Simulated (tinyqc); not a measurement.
Inside a calculation. Model: physical sputtering: collision-cascade yield, angular dependence, faceting and resputtering in deposition. Computed by tinyqc, a small Python program that keeps every step. Command: `OMP_NUM_THREADS=1 python tinyqc.py 3023870 3023871 out.jsonl sputter walk`. One thread of a shared host (Intel(R) Xeon(R) Processor @ 2.30GHz), about 0.01 s of CPU time with the checks. Intermediate numbers are printed to about 6 digits and carried at full precision; extremes and crossings named in words are read from the listed rows.

Ions start collision cascades; atoms that reach the surface with more than U leave. The target is amorphous or fine-grained.

Inputs (values chosen for the exercise, modelled on xenon ions on germanium):
```
quantity,value,unit
ion Z1,54,-
ion mass M1,131.3,u
target Z2,32,-
target mass M2,72.6,u
surface binding energy U,3.85,eV
target density N,44.2,1/nm^3
fit factor Q,0.59,-
ion energy E,5500,eV
current density J,0.21,mA/cm^2
angular exponent f,1.8,-
angle of the largest yield,65,degrees
angle of incidence,20,degrees
"deposition rate over sputter rate on a flat surface, D/S",4.6,-
```

Constants: e = 1.602176634e-19 C.

## Yield at normal incidence

gamma = 4 M1 M2/(M1 + M2)^2; threshold E_th = 6.7 U/gamma for M1 >= M2, else U (1 + 5.7 M1/M2)/gamma. eps = 0.03255 M2 E/(Z1 Z2 (M1 + M2) z), z = (Z1^(2/3) + Z2^(2/3))^(1/2), E in eV; s_n = 3.441 sqrt(eps) ln(eps + 2.718)/(1 + 6.355 sqrt(eps) + eps (6.882 sqrt(eps) - 1.708)); S_n = 84.78 Z1 Z2 M1 s_n/((M1 + M2) z) in eV angstrom^2; alpha = 0.249 (M2/M1)^0.56 + 0.0035 (M2/M1)^1.5 for M1 <= M2, else 0.0875 (M2/M1)^(-0.15) + 0.165 M2/M1; Y0 = 0.042 Q alpha S_n/U [1 - sqrt(E_th/E)]^2.5 (the electronic-loss factor of the full formula is dropped). Erosion rate = Y0 J/(e N); 1 cm^2 = 1e14 nm^2.

energy transfer factor gamma = 0.917122

threshold E_th = 28.1260 eV

reduced energy eps = 0.00747304

nuclear stopping S_n = 3698.75 eV angstrom^2

alpha = 0.186867

yield Y0 = 3.69547 atoms per ion

erosion rate = 65.7517 nm/min

The threshold factor is 0.831; the energy cost is 1490 eV per removed atom, 387 times U.

## Oblique incidence

Angular law: Y/Y0 = t^f exp(-f cos(a_opt)(t - 1)), t = 1/cos(angle), largest at a_opt. A plane tilted by the angle recedes along the beam at a speed proportional to Y(angle), and along its own normal as Y cos(angle).

Y/Y0 at the angle = 1.06518

yield at the angle = 3.93634 atoms per ion

normal speed relative to a flat surface = 1.00094

largest Y/Y0 = 1.66700

## Deposition with resputtering

With a directional flux, net growth along the beam is D - S Y(angle)/Y0. Slopes where Y/Y0 exceeds D/S are etched: solve Y/Y0 = D/S below a_opt, if the largest Y/Y0 exceeds D/S. The normal speed is largest where f (1 - cos(a_opt)/cos(angle)) = 1, cos(angle) = f cos(a_opt)/(f - 1), or at angle 0 if this exceeds 1.

Angle of zero net growth: none: every slope grows

angle of the largest normal speed = 18.0306 degrees

Deposition outweighs sputtering at every angle, so no slope is cut back.

## Yield over energy

The formulas are those given above.

Normal incidence:
```
E (eV),eps,S_n (eV angstrom^2),Y0,Y0 per keV
50,6.79367e-05,515.07,1.93567e-02,0.38713
100,1.35873e-04,713.80,1.29780e-01,1.29780
200,2.71747e-04,981.66,3.64603e-01,1.82302
300,4.07620e-04,1177.46,5.67827e-01,1.89276
500,6.79367e-04,1472.03,8.99808e-01,1.79962
1000,1.35873e-03,1967.93,1.49579e+00,1.49579
2000,2.71747e-03,2584.50,2.26724e+00,1.13362
5000,6.79367e-03,3583.88,3.54714e+00,0.70943
10000,1.35873e-02,4456.57,4.67745e+00,0.46774
30000,4.07620e-02,5935.26,6.60463e+00,0.22015
100000,1.35873e-01,7357.37,8.48266e+00,0.08483
```

The yield per keV peaks at 300 eV among these rows, 11 times the threshold, the most economical range for removing atoms. Y0 varies as E^2.75 between the first rows and as E^0.21 at the end, where nuclear stopping is flattening. Caution: the electronic-loss factor, dropped here, would lower the yields at the highest energies slightly.

Checks made by the program: position of the angular maximum (relative difference below 1e-10).
